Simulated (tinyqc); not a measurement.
# Fixed charge and work-function difference from two thicknesses

Problem. With a fixed charge q Nf at the interface, Vfb = phi_ms - q Nf tox/(eps0 eox). Find Nf and phi_ms.

Values chosen for this exercise:
```
symbol,value,unit,meaning
eox,3.9,,relative permittivity of the gate insulator (close to silicon dioxide)
```

Constants: q = 1.602176634e-19 C, eps0 = 8.8541878128e-14 F/cm where lengths are in cm. Results are converted to the units shown.

Vfb at tox = 3.5 and 10 nm (V): [-0.63043261, -0.62560724]

Solution. Vfb is a straight line in tox: the slope gives Nf and the intercept at zero thickness phi_ms.

Nf = -1.600e10 cm^-2
phi_ms = -0.6330 V

Program tinyqc, `OMP_NUM_THREADS=1 python tinyqc.py 2060084 2060085 out.jsonl`; Intel Xeon 2.30GHz, shared host, one thread, about 0.01 s.
